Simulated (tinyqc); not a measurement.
Series resistance and length offset from two lengths at two overdrives.

Inverse problem. In strong inversion R W = Rsd + k(x)(L - dL), k(x) = (1 + th1 x)/(mu0 Cox x), x the overdrive, Cox = eps0 eox/tox, with Rsd and dL independent of x. Find dL, Rsd, mu0 and th1.

Parameters, values chosen for the exercise: relative permittivity of the gate insulator (close to zirconium oxide) eox = 25.3; insulator thickness tox = 9.6 nm.

Constants: eps0 = 8.8541878128e-14 F/cm where lengths are in cm. Results are converted to the units shown.

total resistance times width (ohm um):
```
                  L = 0.083 um  L = 0.9 um
overdrive 0.55 V    248.075297  1893.05677
overdrive 1.27 V    172.885278  1049.98867
```

Solution. At each overdrive R W is a straight line in L; the two lines cross at L = dL, R W = Rsd. Their slopes give k x = (1 + th1 x)/(mu0 Cox), a straight line in x.

dL = 0.003000 um
Rsd = 87.00 ohm um
mu0 = 470.0 cm^2/(V s)
th1 = 0.3900 1/V

Computed by the program tinyqc: `OMP_NUM_THREADS=1 python tinyqc.py 2210083 2210084 out.jsonl`, one thread of a shared Intel Xeon 2.30GHz, about 0.01 s for the whole run.
